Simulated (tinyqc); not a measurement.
Range and order of the fit: effective mass of the conduction band from tabulated energies.

c = hbar^2/2m0.
Constants: hbar^2/2m0 = 3.80998211 eV angstrom^2.

Energies along [100], from the band edge:

| k (1/angstrom) | E (meV) |
|---|---|
| 0.000000 | 0.00000 |
| 0.004100 | 1.61420 |
| 0.008200 | 6.41990 |
| 0.012300 | 14.31060 |
| 0.016400 | 25.12140 |
| 0.020500 | 38.64470 |
| 0.024600 | 54.64750 |
| 0.028700 | 72.88710 |
| 0.032800 | 93.12380 |

reference mass (curvature of the model at k = 0.0001 1/angstrom) = 0.039600 m0

Least-squares fits of E = a k^2 (+ b k^4 + d k^6) over points 1 to n, and the line y = c k^2/E against E; errors of m against the reference.

Results:

| n | E at point n (meV) | one term (%) | two terms (%) | three terms (%) | line (%) | rms residual, one term (meV) |
|---|---|---|---|---|---|---|
| 3 | 14.3 | 1.54 | 0.02 | 0.00 | 0.00 | 0.034 |
| 4 | 25.1 | 2.60 | 0.07 | 0.00 | 0.00 | 0.100 |
| 5 | 38.6 | 3.88 | 0.17 | 0.01 | 0.00 | 0.224 |
| 6 | 54.6 | 5.38 | 0.33 | 0.02 | 0.00 | 0.427 |
| 7 | 72.9 | 7.07 | 0.56 | 0.04 | 0.00 | 0.727 |
| 8 | 93.1 | 8.94 | 0.87 | 0.09 | 0.00 | 1.140 |

The error of the parabola goes from +1.54 to +8.94 % as the range widens, and at n = 8 its residual, 1.14 meV, is only 1.2 % of the top energy: a small residual does not vouch for the mass. Over the full range (n = 8) the best form is the line (0.00 %); the line errs by 0.00 % at n = 3 and 0.00 % at n = 8. Without scatter, a narrower range or a second term is the cure: at n = 8 the errors are +8.94, +0.87 and +0.09 % for one, two and three terms. Three terms on three points interpolate exactly.

Computed by tinyqc, a small Python program: `OMP_NUM_THREADS=1 python tinyqc.py 1850433 1850434 out.jsonl` (the numbers bound the seed that draws the inputs); one thread of a shared host (Intel(R) Xeon(R) Processor @ 2.30GHz), about 0.01 s for the whole set of steps.
